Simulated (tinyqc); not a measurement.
Rise against time: self-heating of a transistor with one or more fingers, with temperature-dependent conductivity. Computed by tinyqc, a small Python program. Command: `OMP_NUM_THREADS=1 python tinyqc.py 3009235 3009236 out.jsonl selfheat walk`. One thread of a shared host (Intel(R) Xeon(R) Processor @ 2.30GHz), about 0.05 s of CPU time with the checks.

N long parallel fingers lie on the top face of a slab whose bottom is held at T_0; the top is otherwise insulated, and heat flows in two dimensions. P in W/mm is 1000 P in W/m.

Inputs (values chosen for the exercise, modelled on indium phosphide): conductivity at the base temperature kappa_0 = 71.8 W/(m K); power per gate width P = 1.2 W/mm; fingers N = 8; finger pitch s = 57 micrometre; width of the heat source w = 0.56 micrometre; substrate thickness t = 180 micrometre; heat capacity C = 1.53 1e6 J/(m^3 K); pulse length = 1.1 microsecond.

Power: power rises with temperature.

Method:
- A line source of power P on the top face raises the top at distance x by (P/(pi kappa_0)) g(x), g(x) = -ln tanh(pi x/(4 t)) (the image sum for the slab). On a strip of width w the centre sees the mean of g over the strip, g_0 = 1 + ln(8 t/(pi w)) for w much below t.
- theta_i = (P/(pi kappa_0)) [g_0 + sum over j != i of g(|i - j| s)], with equal powers and constant conductivity; thermal resistance = largest theta/P.
- After switching on, theta(tau) = (P D/kappa_0) int_0^tau X(u) Z(u) du at the hottest finger, D = kappa_0/C; X = sum over fingers at distance x of [erf((x + w/2)/r) - erf((x - w/2)/r)]/(2 w), Z = sum_(j=-200..200) (-1)^j exp(-(2 j t/r)^2)/sqrt(pi D u), r = 2 sqrt(D u); trapezoid rule on 300 points evenly spaced in ln u from u_0 = 1e-3 min(tau, w^2/D) to tau, plus the exact piece 2 sqrt(u_0/(pi D))/w below u_0. Conductivity and power are held at their base values here, and Fourier's law is used even where the diffusion length is near a phonon free path.

diffusivity D = 46.9281 micrometre^2/microsecond

theta of each finger (K): [58.2948, 65.4783, 69.0699, 70.6173, 70.6173, 69.0699, 65.4783, 58.2948]

largest theta = 70.6173 K

Heating curve:
```
time (microsecond)  sqrt(D time) (micrometre)  rise (K)  share of the steady rise
6.90e-04                              0.17995    5.6122                   0.07947
0.0069                                0.56904    11.298                      0.16
0.069                                  1.7995    17.375                     0.246
0.69                                   5.6904    23.495                    0.3327
6.9                                    17.995    29.751                    0.4213
35                                     40.528    37.233                    0.5272
140                                    81.055    50.402                    0.7137
410                                    138.71    64.247                    0.9098
1000                                   216.63    70.023                    0.9916
```

Half the steady rise is reached between 6.9 and 35 microseconds, and the last row holds 99.2 % of it; the slowest time constant is 4 t^2/(pi^2 D) = 280 microseconds. While the diffusion length lies between w and the pitch or thickness, the rise grows as the logarithm of time; once it nears the pitch of 57 micrometre the neighbours add their heat.

Extremes, crossings and ranges named in words are read from the listed rows.
